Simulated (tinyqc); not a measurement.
# Tunnelling through a gate dielectric with the two-band (Franz) dispersion, WKB transmission and Tsu-Esaki current: effects of single changes

Electrons leave the emitter at x = 0. Energies E (motion across the layers) are in eV from the emitter Fermi level; the collector Fermi level lies at -V and offers states at every E. No charge in the dielectric and no image force: F1 = V/t1, U = phi1 - F1 x. With C = hbar^2/(2 m0), kappa = sqrt(m u (1 - u/Egx)/C), u = U - E where U > E and 0 elsewhere; T(E) = exp(-S), S = 2 times the integral of kappa over x.

Inputs (values chosen for the exercise); dielectric values close to those of aluminium oxide: temperature T = 400 K; Fermi energy of the emitter above its band bottom Ef = 0.14 eV; emitter mass in the supply function me = 1 m0; barrier of layer 1 above the emitter Fermi level at zero bias phi1 = 2.49 eV; tunnelling mass of layer 1 m1 = 0.4 m0; thickness of layer 1 t1 = 2.3 nm; gap parameter of the two-band dispersion, set freely Egx = 5.7 eV; voltage across the dielectric V = 0.8 V.

Constants: q = 1.602176634e-19 C, kB = 1.380649e-23 J/K, hbar = 1.054571817e-34 J s, m0 = 9.1093837015e-31 kg, Vt = kB T/q, hbar^2/(2 m0) = 0.0380998212 eV nm^2. Results are converted to the units shown.

Each table varies one quantity; the others keep the values above.

## Two-band against parabolic dispersion

Each layer adds (2/F) sqrt(m/C) [G(u at its left edge) - G(u at its right edge)] to S, with u = U - E (0 where negative) and G(u) = Egx^1.5 (th - sin(4 th)/4)/4, th = arcsin sqrt(u/Egx). The parabolic value uses G(u) = (2/3) u^1.5.

The same in every row: S at E = 0, parabolic = 21.51.

Two-band against parabolic dispersion:
```
Egx (eV)  S at E = 0, two-band  ratio of the two T
3.4                      13.24                3938
4.7                      15.98               253.9
6                        17.33               65.55
7.3                      18.15               28.95
8.6                      18.70               16.73
9.9                      19.09               11.28
11.2                     19.39               8.383
12.5                     19.62               6.647
```

Read the table: what changes, and by how much?

S rises from 13.2 to 19.6 towards the parabolic 21.5. The factor 1 - u/Egx lowers kappa, so T exceeds the parabolic value by a factor of 3940 in the first row and 6.65 in the last.

## Effect of the barrier height

J = J0 times the integral of T(E) N(E) dE, N = ln[(1 + exp(-E/Vt))/(1 + exp((-E - V)/Vt))], J0 = q^2 me m0 kB T/(2 pi^2 hbar^3) (times 1e-4 for A/cm^2 per eV), from E = -Ef to far above the barrier (T = 1 there), by quadrature converged to the digits shown.

Effect of the barrier height:
```
phi1 (eV)  S at E = 0  T(E = 0)  J (A/cm^2)  mean E of the current (eV)
1.2             12.18  5.139e-6       633.8                    -0.05634
1.44            13.61  1.223e-6       163.4                    -0.06203
1.69            14.79  3.777e-7       53.94                    -0.06585
1.93            15.68  1.543e-7       23.28                    -0.06857
2.17            16.39  7.610e-8       12.06                    -0.07077
2.41            16.93  4.419e-8       7.325                    -0.07264
2.66            17.34  2.934e-8       5.084                    -0.07436
2.9             17.60  2.277e-8       4.112                    -0.07587
```

J falls from 634 to 4.11 A/cm^2, on average 1.29 decades for each eV, while S rises from 12.2 to 17.6.

Computed by the program tinyqc: `OMP_NUM_THREADS=1 python tinyqc.py 2540032 2540033 out.jsonl`, one thread of a shared Intel Xeon 2.30GHz, about 0.01 s for the whole run.
